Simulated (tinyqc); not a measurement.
Square on-chip spiral inductor, lumped pi model: quality factor against frequency.

Outer diameter do = di + 2 n wd + 2 (n - 1) sp, mean da = (do + di)/2, fill p = (do - di)/(do + di), length l = 4 n da. L = 2.34 mu0 n^2 da/(1 + 2.75 p), mu0 = 4 pi 1e-7 H/m. Rs = rho l/(wd delta (1 - exp(-th/delta))), delta = sqrt(rho/(pi f mu0)). Cs = n wd^2 eps0 eo/hu across the coil. At each end Cox = l wd eps0 eo/(2 ho) leads to the substrate branch Rsi = 2 rs he/(l wd) in parallel with Csi = l wd eps0 11.7/(2 he). With one end grounded Y = 1/(Rs + i w L) + i w Cs + 1/[1/(i w Cox) + 1/(1/Rsi + i w Csi)], w = 2 pi f; Q = -Im Y/Re Y. Eddy currents in neighbouring turns and in the substrate are left out.

Apparent inductance Im(1/Y)/w; share of the loss Re(substrate branch)/Re Y.

Parameters, values chosen for the exercise; values of the order met in silicon radio-frequency processes: number of turns n = 2.5; line width wd = 4 um; space between turns sp = 1.5 um; inner diameter di = 60 um; metal thickness th = 4 um; metal resistivity rho = 3 uohm cm; oxide below the coil ho = 7.6 um; oxide between coil and underpass hu = 1 um; relative permittivity of the oxide eo = 3.9; substrate resistivity rs = 1000 ohm cm; effective spreading depth in the substrate he = 50 um.

Constants: eps0 = 8.8541878128e-12 F/m. Results are converted to the units shown.

Result of one run:
```
Rs (ohm)  w L/Rs      Q  apparent inductance (nH)  loss in the substrate (%)
4.160      5.471  5.459                    0.9073                    0.01754
```

Which frequency f gave this result: 4, 11, 18 or 77 GHz?

f = 4 GHz.

The whole series:
```
f (GHz)  Rs (ohm)  w L/Rs      Q  apparent inductance (nH)  loss in the substrate (%)
1.5         2.898   2.946  2.945                    0.9058                   0.003818
2.5         3.457   4.115  4.112                    0.9062                   0.008448
4           4.160   5.471  5.459                    0.9073                    0.01754
6.6         5.174   7.258  7.215                    0.9104                    0.03784
11          6.573   9.522  9.372                    0.9191                    0.08208
18          8.357   12.25  11.74                    0.9428                     0.1719
29          10.59   15.58  13.92                     1.009                     0.3507
47          13.48   19.84  14.34                     1.241                     0.7201
77          17.25   25.40  6.761                     3.285                      1.497
```

Q goes from 2.94 through a maximum of 14.3 (at f = 47 GHz among the rows listed) to 6.76; the exact peak is 14.6 at 40.0 GHz and Q reaches zero at the self-resonance, 90.1 GHz. The share of the substrate rises from 0.00382 to 1.50 %, and the apparent inductance ends at 3.63 times L. At the peak the substrate takes 0.567 % of the loss. For f = 47, 77 the coil is longer than 0.15 of a wavelength in the oxide, where one lumped section is rough.

Program tinyqc, `OMP_NUM_THREADS=1 python tinyqc.py 2302214 2302215 out.jsonl`; Intel Xeon 2.30GHz, shared host, one thread, about 0.01 s.
